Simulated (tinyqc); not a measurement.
What moves the results: Bethe-Salpeter matrix of a two-band chain (Tamm-Dancoff form). A value that a table varies takes the place of the one given here.

One valence and one conduction band, lattice period 1, mesh k = 2 pi j/N. Pair energies D(k) = Eg + 2 t sum(1 - cos k), t = tc + tv. Screened attraction W(R) = U at R = 0 and V/|R| otherwise, R over the N cells with the nearest image; W(q) = sum_R W(R) cos(q R). H(k, k') = D(k) delta - W(k - k')/Nk + 2 J/Nk for singlets (J = 0 for triplets), Nk the number of k points. With a constant transition dipole the strength of a state is f = (sum_k A_k)^2/Nk, and the f sum to 1.

Parameters, chosen for this exercise:
```
symbol  value                           unit  meaning
Eg      4                               eV    quasiparticle gap
tc      0.54                            eV    conduction hopping
tv      0.53                            eV    valence hopping
U       1.71                            eV    attraction in the same cell
V       0.61                            eV    attraction at one cell distance
J       0.18                            eV    exchange in the same cell
fs      (0.1, 0.25, 0.5, 1, 1.5, 2, 3)        scale factors of U and V
```

## Convergence with the k mesh

Lowest triplet and singlet, and f of the singlet, against N.

Results:
```
N    Eg - E triplet (eV)  Eg - E singlet (eV)  f singlet
4                 0.9506               0.7907     0.4076
6                 0.8583               0.6976     0.4003
8                 0.8328               0.6652     0.4178
12                0.8256               0.6529     0.4342
20                0.8252               0.6520     0.4365
40                0.8252               0.6520     0.4365
100               0.8252               0.6520     0.4365
```

How do the results move?

The coarsest mesh misjudges the singlet binding by +0.1387 eV against the finest: a mesh of N points along an axis repeats the pair every N cells. The triplet is within 1 meV of the last row from N = 12 on. The singlet is within 1 meV of the last row from N = 12 on. The more tightly bound triplet is the smaller object in R, so it needs no more points than the singlet.

## Strength of the attraction

Triplets, N = 100; U and V scaled together, as weaker screening would do. f is the weight at R = 0. For V = 0 the infinite chain has binding sqrt(4 t^2 + U^2) - 2t and f = U/sqrt(4 t^2 + U^2), t = tc + tv.

Results:
```
scale   U/t  binding (eV)      f  Eg - second level (eV)  contact formula (eV)
0.10   0.16        0.0285  0.115                  0.0004                0.0068
0.25   0.40        0.1130  0.217                  0.0051                0.0423
0.50   0.80        0.3096  0.343                  0.0216                0.1645
1.0    1.60        0.8252  0.525                  0.0852                0.5993
1.5    2.40        1.4432  0.652                  0.1874                1.2005
2.0    3.20        2.1270  0.741                  0.3233                1.8944
3.0    4.79        3.6132  0.848                  0.6758                3.4185
```

What does this show?

The binding grows with exponent 1.50 between scales 0.1 and 0.25 and 1.31 over the last two rows (below 2 for a wide pair in a chain, where 1/|R| brings logarithms, 1 for a pair held in one cell). f rises from 0.115 to 0.848. On this mesh a second level lies below the gap from scale 0.1 on; in an infinite lattice the tail V/|R| binds a whole series at any scale. The tail V/|R| adds 0.195 eV to the contact value in the last row and 0.022 eV in the first.

## Exciton band

Triplets, solved in the electron-hole distance R on a ring of 60 cells, total momentum Q: D = Eg + 2 tc (1 - cos(k + Q/2)) + 2 tv (1 - cos(k - Q/2)), so the hopping in R has size |t(Q)| = sqrt(tc^2 + tv^2 + 2 tc tv cos Q) and the continuum starts at Eg + 2 (tc + tv) - 2 |t(Q)|.

Results:
```
Q/pi   |t(Q)| (eV)  continuum edge (eV)  exciton (eV)  binding (eV)  weight at R = 0
0.000       1.0700               4.0000        3.1748        0.8252            0.525
0.167       1.0335               4.0729        3.2364        0.8365            0.535
0.333       0.9267               4.2867        3.4140        0.8726            0.569
0.500       0.7566               4.6267        3.6850        0.9417            0.633
0.667       0.5351               5.0699        4.0064        1.0634            0.741
0.833       0.2771               5.5858        4.2997        1.2861            0.897
1.000       0.0100               6.1200        4.4298        1.6902            1.000
```

What does this show, and why?

The exciton band is 1.2551 eV wide, against 2.1200 eV for the edge of the continuum: binding narrows it, since electron and hole must hop together. The binding grows from 0.825 to 1.690 eV as |t(Q)| falls. Between the first two rows the exciton rises 0.85 times as much as the edge, so it is heavier than the free pair.

## What each parameter does

N = 100: lowest singlet, its binding and f, and the singlet-triplet splitting. Each row changes one parameter from the base and keeps the others.

Results:
```
case          singlet (eV)  binding (eV)      f  splitting (eV)
base                3.3480        0.6520  0.436          0.1732
Eg = 4.2 eV         3.5480        0.6520  0.436          0.1732
tc = 0.7 eV         3.3789        0.6211  0.403          0.1597
tv = 0.32 eV        3.2981        0.7019  0.493          0.1958
U = 1.37 eV         3.4818        0.5182  0.351          0.1426
V = 0.71 eV         3.3002        0.6998  0.421          0.1675
J = 0.27 eV         3.4224        0.5776  0.391          0.2477
```

What can be read from the table?

The largest shifts from the base row, up to three for each result and ties (the steps differ in size, so this ranks the rows, not the parameters). singlet (eV): Eg +0.2000, U +0.1338, J +0.0745. binding (eV): U -0.1338, J -0.0745, tv +0.0499; unchanged at the printed digits by Eg. f: U -0.086, tv +0.057, J -0.046; unchanged at the printed digits by Eg. splitting (eV): J +0.0745, U -0.0307, tv +0.0226; unchanged at the printed digits by Eg. At zero total momentum only the sum tc + tv enters.

(tinyqc, `OMP_NUM_THREADS=1 python tinyqc.py 1282098 1282099 out.jsonl`, Intel(R) Xeon(R) Processor @ 2.30GHz, 1 thread, shared host, about 0.1 s.)
